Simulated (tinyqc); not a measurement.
How errors in the targets pass to the parameters: fitting sp3s* parameters to three gaps by Newton steps.

J:
```
            Vss    Vsapc     Vpaxc
Gamma  -0.91589  0.00000   0.00000
X       0.00000  0.50026   0.00000
L      -0.24348  0.31511  -0.12750
```

The gaps at Gamma, X and L of an sp3s* model are fitted with Vss, Vsapc and Vpaxc; J holds the derivatives of the gaps by these parameters at the start. The change of each parameter for +10 meV on one target is 10 J^-1, in meV.

Shifts (meV):
```
target raised    Vss  Vsapc  Vpaxc
Gamma          -10.9    0.0   20.8
X                0.0   20.0   49.4
L                0.0    0.0  -78.4
```

root sum of squares (meV): Vss 10.9, Vsapc 20.0, Vpaxc 95.0

What can be read from this table?

Independent errors of 10 meV leave Vpaxc least certain (95 meV) and Vss best fixed (10.9 meV). The largest single entry, 78 meV, comes from the target at L.

tinyqc: `OMP_NUM_THREADS=1 python tinyqc.py 1482289 1482290 out.jsonl`; about 0.3 s, one thread, shared Intel(R) Xeon(R) Processor @ 2.30GHz.
